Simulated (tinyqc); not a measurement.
Comparisons within one model: free and nearly free electrons in a metal. A value that a table varies takes the place of the one given here.

The cubic cell holds 2 atoms: n = 2 z/a^3, kF = (3 pi^2 n)^(1/3), EF = c kF^2/m, vF = 2 c kF/(m hbar), c = hbar^2/2m0; rs = (3/(4 pi n))^(1/3)/a0; D(EF) = 3 n/(2 EF).

Two plane waves k and k - G, G = (110) (2 pi/a): H = [[c k^2/m, V], [V, c (k - G)^2/m]] with c = hbar^2/2m0.

Square wire of width w with grain size w: rho/rho0 = 1/(1 - 3 al/2 + 3 al^2 - 3 al^3 ln(1 + 1/al)) + (3/4) (1 - p) l/w, with al = (l/w) Rg/(1 - Rg) (Mayadas-Shatzkes plus the thick-wire form of Fuchs-Sondheimer); l = hbar kF/(n e^2 rho), e = 1.602176634e-19 C.

Constants: hbar^2/2m0 = 3.80998211 eV angstrom^2; hbar = 6.58211957e-16 eV s; a0 (Bohr radius) = 0.5291772105 angstrom.

Inputs chosen for the exercise (near those of Li; the results hold for these values, not for the real material):

| symbol | value | unit | meaning |
|---|---|---|---|
| a | 3.466 | angstrom | bcc lattice constant |
| z | 1 |  | free electrons an atom |
| m | 1 | m0 | mass |
| rho | 9.66 | micro-ohm cm | bulk resistivity |
| p | 0.5 |  | specularity of the surfaces |
| Rg | 0.44 |  | reflection at grain boundaries |
| w | 20 | nm | wire width |

## When the Fermi surface touches the face

On the face the lower band is E = c (G^2/4 + q^2)/m - V, q along the face. EF is held at its free value. A neck opens where EF > c G^2/(4m) - V, with radius q; the second band fills where EF > c G^2/(4m) + V.

Necks:

| V (eV) | lower band at the face centre (eV) | neck radius (1/angstrom) | radius/kF |
|---|---|---|---|
| 0.2 | 6.060 | - | - |
| 0.5 | 5.760 | - | - |
| 0.8 | 5.460 | - | - |
| 1.1 | 5.160 | - | - |
| 1.4 | 4.860 | - | - |
| 1.8 | 4.460 | 0.3066 | 0.273 |
| 2.2 | 4.060 | 0.4461 | 0.397 |
| 2.6 | 3.660 | 0.5513 | 0.490 |

EF = 4.818 eV
c G^2/(4m) = 6.260 eV

How do the results move?

Contact needs V > 1.442 eV. It is first met at V = 1.8 eV of those listed, and the radius then grows as the square root of the excess, to 0.490 kF at 2.6 eV. EF is held at its free value here; a count of states lowers it as V grows, strongly for V of an eV or more, so the threshold is a lower bound, the radii are upper bounds, and some necks may vanish.

## Resistivity of narrow wires

Wires:

| w (nm) | al | grain term (factor - 1) | surface term | rho (micro-ohm cm) |
|---|---|---|---|---|
| 200 | 0.039 | 0.058 | 0.019 | 10.40 |
| 100 | 0.078 | 0.115 | 0.037 | 11.13 |
| 50 | 0.156 | 0.226 | 0.075 | 12.56 |
| 30 | 0.261 | 0.372 | 0.124 | 14.45 |
| 20 | 0.391 | 0.552 | 0.187 | 16.79 |
| 14 | 0.559 | 0.781 | 0.267 | 19.78 |
| 10 | 0.782 | 1.084 | 0.373 | 23.74 |
| 7 | 1.118 | 1.536 | 0.533 | 29.65 |

l = 9.96 nm

What does this show, and why?

At 7 nm the resistivity is 3.07 times the bulk value; grain boundaries add more (1.54 from grains, 0.53 from surfaces). It passes twice the bulk value between 20 and 14 nm. The surface formula is meant for w above l = 10 nm, so the rows below that are rough.

## What sets the wire resistivity

All results formed anew. Each row changes one parameter from the base and keeps the others.

Results:

| case | EF (eV) | l (nm) | wire rho (micro-ohm cm) |
|---|---|---|---|
| base | 4.818 | 9.96 | 16.793 |
| a = 3.57 angstrom | 4.542 | 10.56 | 17.218 |
| m = 1.2 m0 | 4.015 | 9.96 | 16.793 |
| rho = 11.592 micro-ohm cm | 4.818 | 8.30 | 18.750 |
| p = 0.8 | 4.818 | 9.96 | 15.710 |
| Rg = 0.308 | 4.818 | 9.96 | 14.527 |
| w = 14 nm | 4.818 | 9.96 | 19.779 |

What does this show?

The largest shifts from the base row, up to three for each result and ties (the steps differ in size, so this ranks the rows, not the parameters). EF (eV): m -0.803, a -0.277; unchanged at the printed digits by rho, p, Rg and w. l (nm): rho -1.66, a +0.61; unchanged at the printed digits by m, p, Rg and w. wire rho (micro-ohm cm): w +2.986, Rg -2.265, rho +1.958; unchanged at the printed digits by m. The mass drops out of l at given rho, because vF falls and tau rises by the same factor.

Program tinyqc; command `OMP_NUM_THREADS=1 python tinyqc.py 1650521 1650522 out.jsonl`; about 0.01 s on one thread of a shared Intel(R) Xeon(R) Processor @ 2.30GHz.
